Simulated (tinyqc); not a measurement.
# The same raw energies corrected as if they came from other cell sizes

Model: formation energy of a charged point defect from supercell energies. Computed by tinyqc, a small Python program. Command: `OMP_NUM_THREADS=1 python tinyqc.py 3015778 3015779 out.jsonl formation sweep`. One thread of a shared host (Intel(R) Xeon(R) Processor @ 2.30GHz), about 0.01 s of CPU time with the checks.

The host is a compound AB. Making the defect adds n_A = 0, n_B = -1, n_X = 1 atoms to the cell. All total energies are inputs. E_F is counted from the valence-band maximum (VBM); x = 0 is A-rich and x = 1 B-rich growth.

Inputs (values chosen for the exercise, for a model compound AB):

| quantity | value | unit |
|---|---|---|
| gap E_g | 3.86 | eV |
| E_VBM of the host cell | 2.705 | eV |
| potential alignment dV | -0.15 | eV |
| dielectric constant eps | 7.5 | - |
| mu_B of the pure element | -6.15 | eV |
| formation enthalpy dH of AB | -2.24 | eV |
| growth condition x | 0.14 | - |
| Fermi level E_F | 3.46 | eV |
| temperature T | 1200 | K |
| site density N_s | 4.3e+22 | cm^-3 |
| mu_X of the pure element | -2.189 | eV |
| formation enthalpy of AX | -0.73 | eV |

Defect: impurity X on a B site. Supercell lattice: bcc.

charge states q: 1  0  -1

E(defect, q) - E(host), in the order of q (eV): 2.373  8.3  12.304

Constants: e^2/(4 pi eps_0) = 14.39964548 eV angstrom; k_B = 8.617333262e-05 eV/K.

Method:
- dmu_A = x dH and dmu_B = (1 - x) dH, so that dmu_A + dmu_B = dH; mu = mu(element) + dmu. The impurity is held at its solubility limit: dmu_X = min(0, dH(AX) - dmu_A).
- The reservoir term is sum n_i mu_i.
- Image-charge correction of a point charge in a neutralising background: E_corr = q^2 alpha e^2/(4 pi eps_0) / (2 eps L), alpha = 2.888462 for a bcc array with L the cube root of the volume.
- E_f(q, E_F) = [E(defect, q) - E(host)] - sum n_i mu_i + q (E_VBM + dV + E_F) + E_corr(q).
- eps(q/q-1) = E_f(q - 1, 0) - E_f(q, 0).
- E_f(q, E_F) = E_f(q, 0) + q E_F.
- c_q = N_s exp(-E_f(q, E_F)/k_B T), with all degeneracy factors one and no vibrational entropy.

One run for each value:

| cell length L (angstrom) | level (+1/0) (eV) | level (0/-1) (eV) | lowest formation energy (eV) |
|---|---|---|---|
| 8 | 3.0254 | 1.7956 | 1.1646 |
| 11 | 3.1199 | 1.7011 | 1.0701 |
| 14 | 3.1739 | 1.6471 | 1.0161 |
| 21 | 3.2400 | 1.5810 | 0.9500 |
| 24 | 3.2565 | 1.5645 | 0.9335 |
| 27 | 3.2693 | 1.5517 | 0.9207 |
| 30 | 3.2796 | 1.5414 | 0.9104 |

Give the missing row, cell length L (angstrom) = 17.

Computed row:
```
cell length L (angstrom)  level (+1/0) (eV)  level (0/-1) (eV)  lowest formation energy (eV)
17                                   3.2089             1.6121                        0.9811
```

Interpolating between the two neighbouring rows (linearly) misses most in lowest formation energy (eV), by 0.68 %. Over the rows, level (+1/0) (eV) rises from 3.03 to 3.28 (exponent d ln y / d ln x 0.097 between the first rows and 0.030 between the last); level (0/-1) (eV) falls from 1.80 to 1.54 (exponent d ln y / d ln x -0.17 between the first rows and -0.063 between the last); lowest formation energy (eV) falls from 1.16 to 0.910 (exponent d ln y / d ln x -0.27 between the first rows and -0.11 between the last). The correction falls as 1/L, so the levels tend to their raw, aligned values.

Caution (all rows): E_f at E_F = 0 is negative for at least one charge state, so in equilibrium E_F cannot reach the valence-band maximum. Caution (all rows): the one-electron levels are out of order (negative U): at least one middle charge state is skipped, and the transition past it moves two or more electrons at once.

Extremes, crossings and ranges named in words are read from the listed rows.
